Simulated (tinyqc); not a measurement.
Level against rehybridisation: Weaire-Thorpe hybrids on a Bethe lattice: gap and dangling bond of an amorphous tetrahedral solid.

Four sp3 hybrids an atom at energy 0, coupled by -V1 on the atom and by -V2 along a bond; the bonds form a tree (no rings). For any network the gap runs at least from -V2 + V1 to V2 - 3 V1, and p-like states pile up at -V2 + V1 and V2 + V1. On the tree the gap is wider: it ends at Ec = -V1 + sqrt(V2^2 + 4 V1^2 - 2 sqrt3 V1 V2), which makes it well wider than the gaps of the real glasses. A branch seen from a hybrid has the self-energy S = V2^2 g, where g is the Green function of the hybrid across the bond, whose three partners carry S themselves. With a = z - V1, b = a - S: g = 1/(a + V1 b/(b + 3 V1)), z = E + i eta. A full atom has G = (1/b)(b + 3 V1)/(b + 4 V1) per hybrid; a dangling hybrid with shift dh has G = 1/(1/g - dh).

Inputs chosen for the exercise (out of a larger set: of the size of tabulated hybrid energies for amorphous silicon; not measured data): V1 = 1.8 eV (coupling of two hybrids on one atom); V2 = 4.25 eV (coupling of the two hybrids of a bond).

Root of 1/g(E) = dh for eta = 0 in the gap of the tree, between Ev = -V2 + V1 and Ec; a dash: none. A flatter atom makes the hybrid more p-like (dh > 0, up to V1), a more pyramidal one more s-like (dh < 0).

Level:

| dh (eV) | E (eV) | above Ev (eV) | weight |
|---|---|---|---|
| -3.0 | -1.7630 | 0.6870 | 0.591 |
| -2.5 | -1.4619 | 0.9881 | 0.612 |
| -2.0 | -1.1532 | 1.2968 | 0.621 |
| -1.5 | -0.8432 | 1.6068 | 0.616 |
| -1.0 | -0.5398 | 1.9102 | 0.594 |
| -0.5 | -0.2537 | 2.1963 | 0.546 |
| 0.0 | 0.0000 | 2.4500 | 0.462 |
| 0.5 | 0.1993 | 2.6493 | 0.325 |
| 1.0 | 0.3130 | 2.7630 | 0.117 |

What can be read from this table?

A level exists for 9 of the 9 rows, from dh = -3 (0.687 eV above Ev) to 1 (2.763 eV); the gap of the tree is 2.777 eV. Its slope dE/d(dh) is the weight, largest at dh = -2 (0.62). A level that rises as the atom flattens is why an emptied dangling bond relaxes flat and a doubly filled one pyramidal.

Run: tinyqc, `OMP_NUM_THREADS=1 python tinyqc.py 1480094 1480095 out.jsonl`; Intel(R) Xeon(R) Processor @ 2.30GHz, one thread, shared host; about 0.03 s of CPU time with all checks.
